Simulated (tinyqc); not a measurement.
Heavy doping: band filling, gap narrowing, band tails and the effective intrinsic density: one step, computed by the program tinyqc.

An n-type crystal above its Mott density, with all dopants ionised: n = N_D - N_A, ionised centres N_I = N_D + N_A. Valleys are taken as spherical with mass m_e.

Problem. Band filling. n = M_c (1/(2 pi^2)) (m_e/(hbar^2/2m_0))^(3/2) int sqrt(E (1 + aE)) (1 + 2 aE) f dE with a = (1 - m_e)^2/E_g, f = 1/(1 + exp((E - E_F)/k_B T)); trapezoid rule in t = sqrt(E/k_B T), step 0.02 up to 12; E_F by bisection from the band edge. At T = 0, E_F (1 + a E_F) = (hbar^2/2m_0) k_F^2/m_e; dn/dE_F uses f (1 - f)/k_B T in place of f.

Inputs (values chosen for the exercise, modelled on InAs):
```
quantity            value  unit
gap E_g              0.35    eV
electron mass m_e  0.0254   m_0
valleys M_c             1     -
temperature T          77     K
```

Conduction band: non-parabolic (Kane).

n = 6.48e+17 cm^-3

k_F = 0.02677105 1/angstrom

Constants: k_B = 8.617333262e-05 eV/K; hbar^2/(2 m_0) = 3.80998212 eV angstrom^2.

Give: E_F above the band edge; E_F at T = 0; E_F/k_B T; dn/dE_F.

Solution.

E_F above the band edge = 86.209 meV

E_F at T = 0 = 86.974 meV

E_F/k_B T = 12.992

dn/dE_F = 1.3230e+19 cm^-3/eV
